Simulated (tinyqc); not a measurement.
# Phase-change memory cell, resistance drift and retention, step by step

Numbers from tinyqc (`OMP_NUM_THREADS=1 python tinyqc.py 2880054 2880055 out.jsonl`; about 0.01 s on one thread of a shared Intel Xeon 2.30GHz). Printed values are rounded.

The amorphous state follows Ra = R0 (t/t0)^nu exp[(q Ec/kB)(1/T - 1/(300 K))], with nu taken as independent of T. An intermediate level follows the logarithmic mixing rule ln R = (1 - fa) ln Rc + fa ln Ra with constant Rc. The time to lose the data by crystallisation is tr = tx exp[(q Ex/kB)(1/T - 1/Tx)]; 1 year = 3.15576e7 s. These are empirical laws.

Values chosen for this exercise; values of the order found in chalcogenide phase-change cells:
- R0 = 17 Mohm (resistance of the amorphous state at t0 and 300 K)
- t0 = 0.001 s (reference time)
- nu = 0.098 (drift exponent)
- Ec = 0.16 eV (activation energy of conduction)
- Ex = 2.7 eV (activation energy of crystallisation)
- Tx = 423 K (temperature of a bake)
- tx = 1900 s (time to crystallise in that bake)
- T = 328 K (operating temperature)
- t = 1e6 s (time of the read)
- fa = 0.69 (amorphous share of an intermediate level)
- Rc = 6.3 kohm (resistance of the crystalline state)

Constants: q = 1.602176634e-19 C, kB = 1.380649e-23 J/K. Results are converted to the units shown.

## Resistances at the read

Ra and the intermediate level as above; its effective drift exponent is fa nu.

drift factor = 7.62079
temperature factor = 0.589585
Ra = 76.3828 Mohm
intermediate level = 4.14059 Mohm
effective exponent = 0.06762

Against R0 the resistance has risen by a factor of 4.49.

## Retention

tr at T; the ten-year temperature solves tr = 10 years: 1/T10 = 1/Tx + (kB/(q Ex)) ln(10 years/tx).

tr = 1.24977e5 years
T10 = 363.940 K
loss of tr per kelvin, q Ex/(kB T^2) = 29.1235 %/K

T lies 35.9 K below T10, so ten years are met.
